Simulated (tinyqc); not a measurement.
Scattering of inversion-layer electrons by surface optical phonons of the gate insulator (remote phonon scattering): one step, computed by the program tinyqc.

One subband with the Fang-Howard envelope; insulator and channel are half-spaces, the gate is far away, and an interlayer only moves the polar surface away by t (its own modes and its permittivity contrast are left out).

Question. Surface modes and strengths. eps(w) = eps_inf + (eps_0s - eps_i) w1^2/(w1^2 - w^2) + (eps_i - eps_inf) w2^2/(w2^2 - w^2). Surface modes solve eps(w) + eps_s = 0, a quadratic in w^2; the strength of a mode is g = 2/(w d eps/dw). Occupation N = 1/(exp(hbar w/(k_B T)) - 1).

Inputs (values chosen for the exercise, modelled on Al2O3 on germanium): static constant of the insulator eps_0s = 12.3; intermediate constant eps_i = 7.14; optical constant eps_inf = 3.18; hbar omega_TO1 = 49.4 meV; hbar omega_TO2 = 70.6 meV; constant of the channel eps_s = 16.2; temperature T = 300 K.

Constants: k_B = 8.617333262e-05 eV/K.

Give: hbar omega_SO; strengths g; occupations N; hbar omega g (2 N + 1).

Answer.

hbar omega_SO (meV): 1 53.65, 2 78.83

strengths g: 1 0.00496, 2 0.01156

occupations N: 1 0.1435, 2 0.0497

hbar omega g (2 N + 1) (meV): 1 0.342, 2 1.002

The upper mode has the larger hbar omega g N, the prefactor of absorption before the dependence on q: 0.0382 and 0.0453 meV.
